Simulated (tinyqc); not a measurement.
Frequency dispersion of an accumulation capacitance by border traps, distributed model: two steps of the calculation.

Traps spread evenly through the insulator exchange electrons with the semiconductor by tunnelling, with tau(x) = t0 exp(2 ka x) at depth x from the interface. The admittance per area Y seen at depth x obeys dY/dx = -Y^2/(i w eps0 eox) + q Nb ln(1 + i w tau)/tau, with Y(0) = i w Cs and w = 2 pi f; the gate sees Y(tox) = G + i w C. Working variable y = Y/(i w), in uF/cm^2. Cox = eps0 eox/tox.

Values chosen for this exercise; permittivity close to that of hafnium oxide:
- eox = 19.9 (relative permittivity of the insulator)
- tox = 6.7 nm (insulator thickness)
- Cs = 2.8 uF/cm^2 (semiconductor capacitance in accumulation)
- Nb = 8.3e19 cm^-3 eV^-1 (density of border traps)
- ka = 3.5 1/nm (decay constant of the wave function in the insulator)
- t0 = 4e-10 s (time constant of a trap at the interface)
- f = 10000 Hz (frequency)
- xe = 2.2 nm (depth down to which the steps are taken)

Constants: q = 1.602176634e-19 C, eps0 = 8.8541878128e-14 F/cm where lengths are in cm. Results are converted to the units shown.

Problem 1. Scales and lumped estimate. Cox; trap-free value 1/(1/Cox + 1/Cs); response depth d = ln(1/(w t0))/(2 ka), where w tau = 1; lumped estimate: all traps within d act as C_bt = q Nb d placed at d/2, so C = 1/{1/[1/(1/Cs + d/(2 eps0 eox)) + C_bt] + (tox - d/2)/(eps0 eox)}.

Give: Cox; trap-free C; d; C_bt; lumped C.

Solution 1.

Cox = 2.6298 uF/cm^2
trap-free C = 1.3561 uF/cm^2
d = 1.5130 nm
C_bt = 2.0121 uF/cm^2
lumped C = 1.7890 uF/cm^2

The traps within reach amount to 0.719 Cs and lie in the first 22.6 % of the insulator.

Problem 2. Capacitance and conductance at the gate. Beyond xe the traps are ignored, so 1/y(tox) = 1/y(xe) + (tox - xe)/(eps0 eox); C = Re y, G/w = -Im y, loss tangent G/(w C).

y at xe = 3.4831760-0.2300955i uF/cm^2

Give: y at the gate; C; G/w; loss tangent.

Solution 2.

y at the gate = 1.8454-0.0644i uF/cm^2
C = 1.8454 uF/cm^2
G/w = 0.064381 uF/cm^2
loss tangent = 0.034888

tinyqc, about 0.4 s, one thread, Intel Xeon 2.30GHz (shared host): `OMP_NUM_THREADS=1 python tinyqc.py 2202004 2202005 out.jsonl`
